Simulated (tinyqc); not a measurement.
# MOS capacitor on a p-type substrate, surface potential from the exact charge relation: effects of single changes

Uniform p-type substrate, Boltzmann statistics, full ionisation, classical densities. psi is the surface potential against the body (positive when the bands bend down) and u = psi/Vt. Traps are spread evenly over the gap and neutral at flat band, so their charge is -q Dit psi; the minority quasi-Fermi level is shifted by Vb.

Inputs (values chosen for the exercise); band and dielectric values close to those of silicon: temperature T = 300 K; band gap Eg = 1.1 eV; relative permittivity eps_r = 11.8; conduction-band density of states at T Nc = 2.76e19 cm^-3; valence-band density of states at T Nv = 2.68e19 cm^-3; electron affinity chi = 4.1 eV; acceptor density of the substrate N = 2.8e16 cm^-3; relative permittivity of the gate insulator (close to silicon nitride) eox = 7.4; insulator thickness tox = 5.9 nm; gate work function phiM = 4.39 eV; fixed charge at the interface, in units of q Nf = 0 cm^-2; density of interface traps Dit = 0 cm^-2 eV^-1; reverse bias of the inversion layer against the body Vb = 0 V.

Constants: q = 1.602176634e-19 C, kB = 1.380649e-23 J/K, Vt = kB T/q, eps0 = 8.8541878128e-14 F/cm where lengths are in cm. Results are converted to the units shown.

Each table varies one quantity; the others keep the values above.

## Capacitance-voltage curves

ni = sqrt(Nc Nv) exp(-Eg/(2 Vt)), Eg in volts; phiF = Vt ln(N/ni); Cox = eps0 eox/tox; Vfb = phiM - chi - (Eg - Vt ln(Nv/N)) - q Nf/Cox; Q0 = sqrt(2 eps0 eps_r q N Vt); r = (ni/N)^2 exp(-Vb/Vt); VT = Vfb + [(2 phiF + Vb)(1 + q Dit/Cox) + sqrt(2 eps0 eps_r q N (2 phiF + Vb))/Cox]. u = psi/Vt; F^2 = exp(-u) + u - 1 + r (exp(u) - u - 1); Qs = -sign(u) Q0 F; Cs = -dQs/dpsi = (Q0/Vt) |1 - exp(-u) + r (exp(u) - 1)|/(2 F). psi solves Vg = Vfb + psi + (q Dit psi - Qs)/Cox. Low frequency: 1/C_LF = 1/Cox + 1/(Cs + q Dit). High frequency, in the simple estimate in which traps and minority carriers do not follow: 1/C_HF = 1/Cox + 1/Cd, Cd being Cs with r = 0 at the same psi. Deep depletion: r = 0 and Dit = 0 both in the equation for psi and in Cs. Minority sheet density N_inv = (Q0/(2 q)) int_0^u r (exp(t) - 1)/F(t) dt for u > 0. N_inv under 1 cm^-2 is printed as 0. Regimes: accumulation when majority carriers gather, then depletion up to |psi| = phiF + Vb, weak inversion up to 2 phiF + Vb, strong inversion beyond.

Results:
```
Vg (V),psi (V),C_LF/Cox,C_HF/Cox,C_deep/Cox,N_inv (cm^-2),regime
-1.48,-0.1984,0.9265,0.9265,0.9265,0,accumulation
-1.21,-0.1740,0.8872,0.8872,0.8872,0,accumulation
-0.95,-0.1339,0.7853,0.7853,0.7853,0,accumulation
-0.69,-0.03814,0.3990,0.3990,0.3990,0,accumulation
-0.42,0.1785,0.1003,0.1003,0.1003,6.938,depletion
0.1,0.6629,0.05384,0.05179,0.05179,4.282e8,weak inversion
0.37,0.8565,0.6684,0.04565,0.04407,4.682e11,strong inversion
0.63,0.9097,0.8661,0.04431,0.03917,1.895e12,strong inversion
0.9,0.9376,0.9186,0.04366,0.03549,3.571e12,strong inversion
```

Estimate the missing row, Vg = -0.16 V.

Computed row:
```
Vg (V),psi (V),C_LF/Cox,C_HF/Cox,C_deep/Cox,N_inv (cm^-2),regime
-0.16,0.4180,0.06508,0.06508,0.06508,4.253e4,weak inversion
```

With this row back in the table: C_LF/Cox is lowest, 0.0538, at Vg = 0.1 V (weak inversion) among the rows listed and is 0.919 in the last row, where C_HF/Cox is 0.0437 and the deep-depletion value 0.0355. Vfb = -0.633 V, where C_HF/Cox = 0.277 (Cox in series with eps0 eps_r/LD), and VT = 0.187 V. Over the last two rows psi moves by only 0.10 V a volt of gate bias, since the inversion charge screens the body. In strong accumulation and inversion degeneracy and confinement, left out here, lower the capacitance.

## Effect of the reverse bias of the inversion layer against the body on threshold and swing

ni = sqrt(Nc Nv) exp(-Eg/(2 Vt)), Eg in volts; phiF = Vt ln(N/ni); Cox = eps0 eox/tox; Vfb = phiM - chi - (Eg - Vt ln(Nv/N)) - q Nf/Cox; VT = Vfb + [(2 phiF + Vb)(1 + q Dit/Cox) + sqrt(2 eps0 eps_r q N (2 phiF + Vb))/Cox]. gamma = sqrt(2 eps0 eps_r q N)/Cox; Wm = sqrt(2 eps0 eps_r (2 phiF + Vb)/(q N)); m = 1 + (eps0 eps_r/Wm + q Dit)/Cox; swing m Vt ln 10; Cmin/Cox = 1/(1 + Cox Wm/(eps0 eps_r)).

In this table Dit = 0 cm^-2 eV^-1.

The same in every row: Vfb (V) = -0.6326; 2 phiF (V) = 0.7443; gamma (V^0.5) = 0.08718.

Effect of the reverse bias of the inversion layer against the body on threshold and swing:
```
Vb (V),VT (V),Wm (nm),m,swing (mV/decade),Cmin/Cox
0,0.1870,186.2,1.051,62.53,0.04810
0.4,0.6051,230.9,1.041,61.95,0.03915
0.8,1.020,268.2,1.035,61.61,0.03389
1.2,1.433,300.9,1.031,61.39,0.03031
1.6,1.845,330.5,1.028,61.22,0.02768
2,2.256,357.5,1.026,61.09,0.02564
2.4,2.666,382.7,1.025,60.99,0.02399
2.8,3.076,406.3,1.023,60.90,0.02263
```

What does the comparison show?

As Vb goes from 0 to 2.8, VT rises from 0.187 to 3.08 V, the swing falls from 62.5 to 60.9 mV/decade and Cmin/Cox falls from 0.0481 to 0.0226. Vfb does not move. The slope |dVT/dVb| between the first two rows is 1.05, close to m (VT is counted against the body; against the source it is m - 1).

## Effect of the fixed charge at the interface on threshold and swing

Same model as above.

The same in every row: 2 phiF (V) = 0.7443; gamma (V^0.5) = 0.08718; Wm (nm) = 186.2; m = 1.051; swing (mV/decade) = 62.53; Cmin/Cox = 0.04810.

Effect of the fixed charge at the interface on threshold and swing:
```
Nf (cm^-2),Vfb (V),VT (V)
-4e11,-0.5748,0.2447
-2e11,-0.6037,0.2159
0,-0.6326,0.1870
2e11,-0.6614,0.1582
4e11,-0.6903,0.1293
6e11,-0.7191,0.1004
8e11,-0.7480,0.07159
```

As Nf goes from -4e11 to 8e11, VT falls from 0.245 to 0.0716 V, the swing stays at 62.5 mV/decade and Cmin/Cox stays at 0.0481. The whole change of VT is that of Vfb: the curve shifts rigidly.

Program tinyqc, `OMP_NUM_THREADS=1 python tinyqc.py 2060010 2060011 out.jsonl`; Intel Xeon 2.30GHz, shared host, one thread, about 0.01 s.
